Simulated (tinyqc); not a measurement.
Gate sheet resistance from two finger widths.

Inverse problem. At low frequency R = Rsh Wf/(3 L) + B/Wf, where B collects the channel and vertical terms. Find Rsh, B and the width of lowest R.

Inputs (values chosen for the exercise):
```
symbol,value,unit,meaning
L,0.74,um,channel length
```

input resistance of single fingers, contacted at one end, of width 0.73 and 11 um (ohm): [518.68715, 212.01474]

Solution. R Wf is a straight line in Wf^2; the minimum of R lies where both terms are equal.

Rsh = 36.00 ohm/square
B = 370.0 ohm um
width of lowest R = 4.777 um

Numbers from tinyqc (`OMP_NUM_THREADS=1 python tinyqc.py 2262075 2262076 out.jsonl`; about 0.01 s on one thread of a shared Intel Xeon 2.30GHz).
